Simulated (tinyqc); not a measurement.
What moves the results: smearing for a one-band metal on the fcc lattice. A value that a table varies takes the place of the one given here.

Lattice vectors (units of a): a1 = (0, 1/2, 1/2), a2 = (1/2, 0, 1/2), a3 = (1/2, 1/2, 0). E(k) = -t A_1(k) - t2 A_2(k), A_m the sum of cos(k . R) over the 12 nearest and 6 second lattice vectors. Mesh k = sum (j_i/N) b_i, j_i = 0 .. N-1.

With x = (E_k - mu)/sigma: Fermi-Dirac f = 1/(1 + exp(x)), s = -f ln f - (1 - f) ln(1 - f); Gaussian f = erfc(x)/2, s = exp(-x^2)/(2 sqrt(pi)); Methfessel-Paxton (first order) f = erfc(x)/2 - x exp(-x^2)/(2 sqrt(pi)), s = (1 - 2 x^2) exp(-x^2)/(4 sqrt(pi)); cold (Marzari-Vanderbilt) with y = x + 1/sqrt(2), f = erfc(y)/2 + exp(-y^2)/sqrt(2 pi), s = y exp(-y^2)/sqrt(2 pi). With weights w = points/N^d (d the dimension), mu solves 2 sum w f = ne; E = 2 sum w f E_k, S = 2 sum w s, F = E - sigma S.

With x = (E_k - mu)/sigma: Gaussian f = erfc(x)/2, s = exp(-x^2)/(2 sqrt(pi)); Methfessel-Paxton (first order) f = erfc(x)/2 - x exp(-x^2)/(2 sqrt(pi)), s = (1 - 2 x^2) exp(-x^2)/(4 sqrt(pi)). With weights w = points/N^d (d the dimension), mu solves 2 sum w f = ne; E = 2 sum w f E_k, S = 2 sum w s, F = E - sigma S.

With x = (E_k - mu)/sigma: Fermi-Dirac f = 1/(1 + exp(x)), s = -f ln f - (1 - f) ln(1 - f). With weights w = points/N^d (d the dimension), mu solves 2 sum w f = ne; E = 2 sum w f E_k, S = 2 sum w s, F = E - sigma S.

Parameters, chosen for this exercise: t = 0.52 eV (nearest hopping); t2 = 0.02 eV (second hopping); ne = 0.71 (electrons per cell); N = 4 (unshifted mesh); sigma = 0.26 eV (width).

## Error of each scheme against the width

All on the dense mesh N = 40. The reference is F of first-order Methfessel-Paxton smearing with sigma = 0.05 t on the mesh N = 40; it moves by 0.12 meV on the mesh N = 50; in three dimensions such meshes can agree by chance and the reference may be off by about 1 meV, so smaller errors are not resolved.

Errors (meV per cell):

| sigma (eV) | FD F | FD (E+F)/2 | Gauss F | Gauss (E+F)/2 | MP F | cold F |
|---|---|---|---|---|---|---|
| 0.052 | -1.54 | 0.05 | -0.22 | 0.00 | 0.00 | 0.01 |
| 0.078 | -3.56 | 0.11 | -0.51 | 0.01 | 0.01 | 0.04 |
| 0.104 | -6.42 | 0.15 | -0.92 | 0.02 | 0.02 | 0.04 |
| 0.156 | -14.65 | 0.15 | -2.11 | 0.08 | 0.08 | -0.01 |
| 0.208 | -26.12 | 0.04 | -3.83 | 0.12 | 0.14 | -0.17 |
| 0.312 | -58.52 | -0.74 | -8.81 | 0.17 | 0.25 | -0.78 |
| 0.416 | -102.86 | -2.93 | -15.79 | 0.16 | 0.36 | -1.87 |

reference = -1.41129 eV

How do the results move?

Doubling sigma from 0.104 to 0.208 eV multiplies the error of F by 4.1 (Fermi-Dirac) and 4.2 (Gaussian); a pure sigma^2 term would give 4. At the smallest width Fermi-Dirac errs 6.9 times as much as Gaussian, against 2 pi^2/3 = 6.6 for the ratio of the sigma^2 terms at equal sigma. At the largest width the sizes of the errors rank Gauss (E+F)/2 0.2, MP F 0.4, cold F 1.9, FD (E+F)/2 2.9, Gauss F 15.8, FD F 102.9 meV; below about 1 meV this order, and the ratios at the smallest width, carry the noise of the mesh.

## Mesh against width

Gaussian smearing, (E + F)/2. The reference is F of first-order Methfessel-Paxton smearing with sigma = 0.05 t on the mesh N = 40; it moves by 0.12 meV on the mesh N = 50; in three dimensions such meshes can agree by chance and the reference may be off by about 1 meV, so smaller errors are not resolved.

Errors (meV per cell):

| N | sigma = 0.05 t | sigma = 0.15 t | sigma = 0.4 t |
|---|---|---|---|
| 4 | 43.40 | 41.20 | 33.67 |
| 6 | 22.52 | 21.01 | 16.86 |
| 8 | 4.71 | 4.21 | 2.36 |
| 12 | -0.05 | -0.27 | -0.93 |
| 16 | -1.15 | -1.21 | -1.07 |
| 24 | -0.73 | -0.71 | -0.25 |

reference = -1.41129 eV

How do the results move?

First N from which the value stays within 2 meV of its last entry (which need not be the best one): 12 for sigma = 0.05 t, 12 for sigma = 0.15 t, 12 for sigma = 0.4 t. At the last mesh the errors are -0.73, -0.71 and -0.25 meV. By this 2 meV bar the wider smearing does not converge sooner. The smallest error belongs to 0.05 t on 1, 0.15 t on 0, 0.4 t on 5 of the 6 meshes.

## What moves the results of Fermi-Dirac smearing

All sums formed anew. Each row changes one parameter from the base and keeps the others.

Results:

| case | mu (eV) | E (eV) | S | F (eV) |
|---|---|---|---|---|
| base | 0.0119 | -1.3481 | 0.4150 | -1.4561 |
| N = 8 | -0.1492 | -1.3713 | 0.3152 | -1.4533 |
| sigma = 0.52 eV | -0.2266 | -1.2821 | 0.5865 | -1.5871 |
| ne = 0.81 | 0.1946 | -1.3284 | 0.4511 | -1.4457 |
| t2 = 0.072 eV | 0.1423 | -1.3404 | 0.4363 | -1.4539 |
| t = 0.572 eV | 0.0209 | -1.4880 | 0.3973 | -1.5913 |

How do the results move?

The largest shifts from the base row, up to three for each result and ties (the steps differ in size, so this ranks the rows, not the parameters). mu (eV): sigma -0.2384, ne +0.1827, N -0.1611. E (eV): t -0.1398, sigma +0.0661, N -0.0232. S: sigma +0.1715, N -0.0999, ne +0.0361. F (eV): t -0.1352, sigma -0.1310, ne +0.0104.

tinyqc: `OMP_NUM_THREADS=1 python tinyqc.py 1651660 1651661 out.jsonl`; about 0.3 s, one thread, shared Intel(R) Xeon(R) Processor @ 2.30GHz.
